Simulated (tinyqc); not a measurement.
Tight binding, honeycomb lattice, step by step. One step of it, computed by the program tinyqc.

Question. Bloch Hamiltonian at K. H_AB = -t1 (1 + exp(-i k.a1) + exp(-i k.a2)); H_AA = delta - 2 t2 sum cos(k.b + phi), H_BB = -delta - 2 t2 sum cos(k.b - phi), b = a1, a2 - a1, -a2.

Parameters chosen for this model:
```
parameter      value                        unit
t1          1.330000                 eV, nearest
t2          0.140000       eV, second neighbours
phi        -2.170000  rad, phase of t2 (Haldane)
delta       0.720000          eV, +/- on A and B
```

k point K (fractions of the reciprocal vectors): [0.333333, 0.666667]

Give: H(k) at K.

Answer.

H(k) at K (eV), order A, B:
```
[[-0.1176, 0.0000],
 [0.0000, -0.3561]]
```
